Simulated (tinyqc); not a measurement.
Inside a calculation. Method: UHF in the 6-311g basis, for H2-, spin multiplicity 2. The basis has no diffuse functions, so it cannot describe the extra electron: this is an exercise in the method, not the real anion. One step of it, computed by the program tinyqc.

Question. Iteration 1: diagonalisation and new density. Diagonalise F' = X^T F X, C = X C', fill 2 alpha and 1 beta electrons from the bottom; D(s) = C_occ C_occ^T; the new density keeps 0.7 of the old one (damping). Each column has its largest component positive (the first on a tie).

F(alpha) (hartree):
```
           1H 1s      1H 2s      1H 3s      2H 1s      2H 2s      2H 3s
1H 1s   0.988272  -0.247846  -0.418965  -0.375826  -0.385574  -0.380503
1H 2s  -0.247846  -0.111548  -0.240412  -0.385574  -0.346901  -0.299762
1H 3s  -0.418965  -0.240412  -0.080394  -0.380503  -0.299762  -0.139599
2H 1s  -0.375826  -0.385574  -0.380503   0.988272  -0.247846  -0.418965
2H 2s  -0.385574  -0.346901  -0.299762  -0.247846  -0.111548  -0.240412
2H 3s  -0.380503  -0.299762  -0.139599  -0.418965  -0.240412  -0.080394
```

F(beta) (hartree):
```
           1H 1s      1H 2s      1H 3s      2H 1s      2H 2s      2H 3s
1H 1s   1.375465   0.124723  -0.155609  -0.227406  -0.142317  -0.157920
1H 2s   0.124723   0.313379   0.088539  -0.142317  -0.005180   0.000172
1H 3s  -0.155609   0.088539   0.191006  -0.157920   0.000172   0.120781
2H 1s  -0.227406  -0.142317  -0.157920   1.375465   0.124723  -0.155609
2H 2s  -0.142317  -0.005180   0.000172   0.124723   0.313379   0.088539
2H 3s  -0.157920   0.000172   0.120781  -0.155609   0.088539   0.191006
```

X:
```
           1H 1s      1H 2s      1H 3s      2H 1s      2H 2s      2H 3s
1H 1s   1.376374  -0.754952   0.214136   0.042672  -0.007179  -0.040864
1H 2s  -0.754952   2.235293  -1.071977  -0.007179  -0.428901   0.290558
1H 3s   0.214136  -1.071977   2.420118  -0.040864   0.290558  -1.233263
2H 1s   0.042672  -0.007179  -0.040864   1.376374  -0.754952   0.214136
2H 2s  -0.007179  -0.428901   0.290558  -0.754952   2.235293  -1.071977
2H 3s  -0.040864   0.290558  -1.233263   0.214136  -1.071977   2.420118
```

D(alpha) at the start:
```
           1H 1s      1H 2s     1H 3s      2H 1s      2H 2s     2H 3s
1H 1s   0.095786   0.155685  0.098394   0.001616  -0.000927  0.003460
1H 2s   0.155685   0.253171  0.159856  -0.000927  -0.007285  0.001974
1H 3s   0.098394   0.159856  0.101106   0.003460   0.001974  0.005402
2H 1s   0.001616  -0.000927  0.003460   0.095786   0.155685  0.098394
2H 2s  -0.000927  -0.007285  0.001974   0.155685   0.253171  0.159856
2H 3s   0.003460   0.001974  0.005402   0.098394   0.159856  0.101106
```

D(beta) at the start:
```
           1H 1s      1H 2s     1H 3s      2H 1s      2H 2s     2H 3s
1H 1s   0.047893   0.077842  0.049197   0.000808  -0.000463  0.001730
1H 2s   0.077842   0.126586  0.079928  -0.000463  -0.003643  0.000987
1H 3s   0.049197   0.079928  0.050553   0.001730   0.000987  0.002701
2H 1s   0.000808  -0.000463  0.001730   0.047893   0.077842  0.049197
2H 2s  -0.000463  -0.003643  0.000987   0.077842   0.126586  0.079928
2H 3s   0.001730   0.000987  0.002701   0.049197   0.079928  0.050553
```

overlap S:
```
          1H 1s     1H 2s     1H 3s     2H 1s     2H 2s     2H 3s
1H 1s  1.000000  0.706377  0.373664  0.125663  0.309483  0.276119
1H 2s  0.706377  1.000000  0.788963  0.309483  0.594782  0.614997
1H 3s  0.373664  0.788963  1.000000  0.276119  0.614997  0.848892
2H 1s  0.125663  0.309483  0.276119  1.000000  0.706377  0.373664
2H 2s  0.309483  0.594782  0.614997  0.706377  1.000000  0.788963
2H 3s  0.276119  0.614997  0.848892  0.373664  0.788963  1.000000
```

Give: F' = X^T F X; orbital energies; coefficients C; F' = X^T F X; orbital energies; coefficients C; D(alpha) after iteration 1; D(beta) after iteration 1.

Answer.

F' = X^T F X (alpha) (hartree):
```
         1        2        3        4        5        6
1   2.1592  -1.2986  -0.0404  -0.0792  -0.1931  -0.1500
2  -1.2986   1.2637  -0.4154  -0.1931  -0.2214  -0.0464
3  -0.0404  -0.4154   0.4154  -0.1500  -0.0464  -0.1422
4  -0.0792  -0.1931  -0.1500   2.1592  -1.2986  -0.0404
5  -0.1931  -0.2214  -0.0464  -1.2986   1.2637  -0.4154
6  -0.1500  -0.0464  -0.1422  -0.0404  -0.4154   0.4154
```

orbital energies (alpha) (hartree): MO1 -0.3818, MO2 0.3573, MO3 0.6322, MO4 0.8571, MO5 3.0668, MO6 3.1450

coefficients C (alpha):
```
          MO1      MO2      MO3      MO4      MO5      MO6
1H 1s  0.1656   0.1154  -0.0276  -0.0806  -1.0870  -1.1332
1H 2s  0.2756   0.0564  -0.8361  -1.4289   1.6468   1.2050
1H 3s  0.1903   1.6519   0.8836   1.9640  -1.0238  -0.4557
2H 1s  0.1656  -0.1154  -0.0276   0.0806   1.0870  -1.1332
2H 2s  0.2756  -0.0564  -0.8361   1.4289  -1.6468   1.2050
2H 3s  0.1903  -1.6519   0.8836  -1.9640   1.0238  -0.4557
```

F' = X^T F X (beta) (hartree):
```
         1        2        3        4        5        6
1   2.4149  -1.1539   0.0301  -0.0542  -0.1399  -0.1081
2  -1.1539   1.4372  -0.3312  -0.1399  -0.1497   0.0098
3   0.0301  -0.3312   0.4725  -0.1081   0.0098  -0.0994
4  -0.0542  -0.1399  -0.1081   2.4149  -1.1539   0.0301
5  -0.1399  -0.1497   0.0098  -1.1539   1.4372  -0.3312
6  -0.1081   0.0098  -0.0994   0.0301  -0.3312   0.4725
```

orbital energies (beta) (hartree): MO1 0.0845, MO2 0.4458, MO3 0.7075, MO4 1.0128, MO5 3.1693, MO6 3.2293

coefficients C (beta):
```
          MO1      MO2      MO3      MO4      MO5      MO6
1H 1s  0.1337   0.0836   0.0324  -0.0581  -1.0914  -1.1373
1H 2s  0.1388  -0.2114   0.9002  -1.4766   1.5911   1.1822
1H 3s  0.3433   1.9998  -0.8424   1.6336  -0.9832  -0.4440
2H 1s  0.1337  -0.0836   0.0324   0.0581   1.0914  -1.1373
2H 2s  0.1388   0.2114   0.9002   1.4766  -1.5911   1.1822
2H 3s  0.3433  -1.9998  -0.8424  -1.6336   0.9832  -0.4440
```

D(alpha) after iteration 1:
```
         1H 1s    1H 2s    1H 3s    2H 1s    2H 2s    2H 3s
1H 1s   0.0793   0.1246   0.1355   0.0054   0.0111  -0.0453
1H 2s   0.1246   0.2010   0.1556   0.0111   0.0167  -0.0108
1H 3s   0.1355   0.1556   0.9003  -0.0453  -0.0108  -0.8040
2H 1s   0.0054   0.0111  -0.0453   0.0793   0.1246   0.1355
2H 2s   0.0111   0.0167  -0.0108   0.1246   0.2010   0.1556
2H 3s  -0.0453  -0.0108  -0.8040   0.1355   0.1556   0.9003
```

D(beta) after iteration 1:
```
        1H 1s   1H 2s   1H 3s   2H 1s   2H 2s   2H 3s
1H 1s  0.0389  0.0601  0.0482  0.0059  0.0052  0.0150
1H 2s  0.0601  0.0944  0.0702  0.0052  0.0032  0.0150
1H 3s  0.0482  0.0702  0.0707  0.0150  0.0150  0.0372
2H 1s  0.0059  0.0052  0.0150  0.0389  0.0601  0.0482
2H 2s  0.0052  0.0032  0.0150  0.0601  0.0944  0.0702
2H 3s  0.0150  0.0150  0.0372  0.0482  0.0702  0.0707
```
